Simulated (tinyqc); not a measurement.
Spin coating of a resist or spin-on film: centrifugal thinning, evaporation and the final thickness (Emslie and Meyerhofer models): one step, computed by the program tinyqc.

A Newtonian film stays uniform over the wafer; solvent and solids have the same density and the concentration is uniform through the thickness.

Task: First explicit step of the full model. omega = 2 pi f/60; nu(c) = nu_s + k c^gamma; evaporation rate e = e0 sqrt(f/1000 rpm). Solids s and liquid l per area start at s = c0 h0, l = (1 - c0) h0. With h = h0 and c = c0: Q = K h^3, K = 2 omega^2/(3 nu); one Euler step of length dt = 0.01 h0/Q for s and l, ds/dt = -c Q, dl/dt = -(1 - c) Q - e.

Inputs (values chosen for the exercise, of the order of those of a polymer resist in an ester solvent): solids volume fraction c0 = 0.15; starting thickness h0 = 100 micrometre.

flow constant K = 0.02194632 1/(micrometre^2 s)

evaporation rate e = 0.8049845 micrometre/s

Give: Q; dt; s; l; Q/e at the start.

Result:

Q = 21946 micrometre/s

dt = 4.5566e-05 s

s = 14.85 micrometre

l = 84.150 micrometre

Q/e at the start = 27263

Caution: above a Reynolds number of about 3e5 the air flow near the rim turns turbulent, and evaporation is no longer uniform.
